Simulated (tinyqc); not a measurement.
# Changing the grain size d

Model: estimate of lattice thermal conductivity from elastic moduli (Slack, Klemens and Cahill formulas). Computed by tinyqc, a small Python program. Command: `OMP_NUM_THREADS=1 python tinyqc.py 3011502 3011503 out.jsonl slack sweep`. One thread of a shared host (Intel(R) Xeon(R) Processor @ 2.30GHz), about 0.01 s of CPU time with the checks.

An isotropic solid.

Inputs (values chosen for the exercise, for a model crystal):
```
quantity,value,unit
bulk modulus B,25.4,GPa
shear modulus G,9.03,GPa
volume per atom V,26.3,angstrom^3
mean atomic mass M,46.5,u
atoms per primitive cell n,10,-
temperature T,300,K
disorder parameter Gamma,0.00011,-
```

Grueneisen parameter: from the Poisson ratio.

Constants: u = 1.6605390666e-27 kg; hbar = 1.054571817e-34 J s; k_B = 1.380649e-23 J/K; h = 6.62607015e-34 J s.

Method:
- rho = M/V; vL = sqrt((B + 4G/3)/rho), vT = sqrt(G/rho); v_m = [(vL^-3 + 2 vT^-3)/3]^(-1/3); Poisson ratio sigma = (3B - 2G)/(6B + 2G); Theta = hbar v_m (6 pi^2/V)^(1/3)/k_B.
- Empirical rule gamma = (3/2) (1 + sigma)/(2 - 3 sigma).
- Slack, an estimate for T near or above Theta_a: kappa = A M Theta_a^3 delta n^(1/3)/(gamma^2 T) in W/(m K), with M in u, delta = V^(1/3) in angstrom, Theta_a = Theta n^(-1/3) and A = 2.43e-6/(1 - 0.514/gamma + 0.228/gamma^2).
- High-temperature forms with the classical heat capacity. Klemens: kappa/kappa_0 = arctan(u)/u, u^2 = pi^2 Theta V Gamma kappa_0/(h v_m^2). Grains: 1/kappa_poly = 1/kappa + 1/(C v_m d/3), C = 3 k_B/(n V), the acoustic branches alone.
- Cahill minimum: kappa_min = (pi/6)^(1/3) k_B V^(-2/3) sum over L, T, T of v (T/Theta_i)^2 int_0^(Theta_i/T) x^3 e^x/(e^x - 1)^2 dx, Theta_i = Theta v_i/v_m (64 Gauss-Legendre points).
- Its high-temperature limit is (1/2) (pi/6)^(1/3) k_B V^(-2/3) (vL + 2 vT).

One run for each value:
```
grain size d (nm),kappa of the polycrystal (W/(m K)),grain-boundary limit (W/(m K)),kappa_poly/kappa_min
5,0.26460,5.1694e-01,0.6160
20,0.42948,2.0677e+00,0.9999
50,0.49062,5.1694e+00,1.1422
200,0.52822,2.0677e+01,1.2297
500,0.53644,5.1694e+01,1.2489
2000,0.54065,2.0677e+02,1.2587
5000,0.54150,5.1694e+02,1.2606
20000,0.54192,2.0677e+03,1.2616
50000,0.54201,5.1694e+03,1.2618
```

What does the table show, and why?

Over the rows, kappa of the polycrystal (W/(m K)) rises from 0.265 to 0.542 (exponent d ln y / d ln x 0.35 between the first rows and 1.7e-4 between the last); grain-boundary limit (W/(m K)) rises from 0.517 to 5170 (exponent d ln y / d ln x about 1.0 throughout); kappa_poly/kappa_min rises from 0.616 to 1.26 (exponent d ln y / d ln x 0.35 between the first rows and 1.7e-4 between the last). At the high end the exponent of kappa of the polycrystal is 0.00, close to 0: grains are larger than the free path. The two resistivities add, so grains matter once the boundary limit, proportional to d, falls to the size of kappa with point defects.

Caution (all rows): the estimate comes near or below kappa_min; the free path cannot fall under half a wavelength, so the true value levels off near kappa_min.

Extremes, crossings and ranges named in words are read from the listed rows.
